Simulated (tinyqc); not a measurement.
Inside a calculation. Model: electron-beam lithography: double-Gaussian proximity function, edge placement and dose correction for parallel lines. Computed by tinyqc, a small Python program that keeps every step. Command: `OMP_NUM_THREADS=1 python tinyqc.py 3111410 3111411 out.jsonl proximity walk`. One thread of a shared host (Intel(R) Xeon(R) Processor @ 2.30GHz), about 0.01 s of CPU time with the checks. Intermediate numbers are printed to about 7 digits and carried at full precision; extremes and crossings named in words are read from the listed rows.

Lines are infinitely long. Absorbed energy is counted so that the middle of a very large area written at dose 1 receives 1; the resist develops where it exceeds 1/2.

Inputs (values chosen for the exercise, of the order of those for 20 keV electrons in resist on silicon):
```
quantity                              value               unit
forward range alpha                   0.012         micrometre
backscatter range beta                  2.4         micrometre
backscatter ratio eta                  0.92                  -
base dose D0                            650  microcoulomb/cm^2
beam current                            6.6                 nA
pixel size                                4                 nm
width of the test line                 0.19         micrometre
pattern density around the test line   0.22                  -
```

line widths (micrometre): 0.24  1.6  0.07  0.29

gaps between the lines (micrometre): 0.12  0.053  0.068

Constants: e = 1.602176634e-19 C.

## Layout

The first line starts at x = 0; each next one starts after the width and the gap.

Lines (micrometre):
```
line  left edge  right edge  centre
1         0.000       0.240   0.120
2         0.360       1.960   1.160
3         2.013       2.083   2.048
4         2.151       2.441   2.296
```

## Interaction matrix

f(r) = [exp(-r^2/alpha^2)/alpha^2 + eta exp(-r^2/beta^2)/beta^2]/(pi (1 + eta)). A line from a to b at dose d gives E(x) = d [S(alpha) + eta S(beta)]/(1 + eta), S(s) = [erf((b - x)/s) - erf((a - x)/s)]/2. M_ij is the mean of E at the two edges of line i from line j at dose 1.

M:
```
           1          2          3          4
1  0.2873609  0.1457512  0.0041386  0.0143919
2  0.0208823  0.4171572  0.0063409  0.0245211
3  0.0141832  0.1530100  0.2682994  0.0322741
4  0.0119164  0.1408588  0.0077728  0.2929246
```

## Dose correction

Uncorrected edge energies are M 1. Solve M d = 1/2 for the doses d that put the mean edge energy of every line at the threshold.

edge energies at dose 1: 1 0.4516426, 2 0.4689014, 3 0.4677667, 4 0.4534726

corrected doses: 1 1.130867, 2 1.059787, 3 1.064322, 4 1.123057

largest over smallest dose = 1.067071

Line 1 needs the most and line 2 the least; a narrow isolated line much wider than alpha would need 1 + eta = 1.92.

## Printed widths

Edges are the roots of E(x) = 1/2 between a line centre and the middle of the next gap. Three cases: dose 1 everywhere; one common dose equal to the mean of d; the corrected doses.

Width error, printed less drawn (nm):
```
line  drawn width (nm)     dose 1   mean dose  corrected
1                  240  -3.986227  -0.4220474   0.001394
2                 1600  -2.544617   0.9849666   0.000035
3                   70  -2.642908   0.8942563   0.000301
4                  290  -3.833272  -0.2722954   0.001635
```

With the common mean dose the errors span 1.4 nm. With corrected doses the largest error is below 0.01 nm.

## Dose to size and latitude

A test line of width w << beta in surroundings of density rho, all at dose d: near its edge E(x) = d [S + eta rho]/(1 + eta), S = [erf((b - x)/alpha) - erf((a - x)/alpha)]/2 for edges a and b, the second term being the background energy. Dose to size d_s = (1 + eta)/(erf(w/alpha) + 2 eta rho), dose = d_s D0; edge slope d [1 - exp(-w^2/alpha^2)]/(sqrt(pi) alpha (1 + eta)); width change per 1 % of dose = 2 x 0.01 x (1/2)/slope.

dose to size d_s = 1.366743

dose = 888.3827 microcoulomb/cm^2

edge slope = 0.03346797 1/nm

width change per 1 % of dose = 0.2987932 nm

background energy = 0.1440774

The background supplies 29 % of the threshold.

## Shot noise and writing time

With dose = d_s D0: electrons per pixel N = dose x pixel area/e; relative noise 1/sqrt(N); time per cm^2 of pattern area = dose x density/current; pixel rate = current/(dose x pixel area).

electrons per pixel = 887.1758

shot noise = 3.357339 %

writing time per cm^2 = 8.225766 h

pixel rate = 46.43269 MHz

Checks made by the program: corrected edge energies (relative difference below 1e-10).
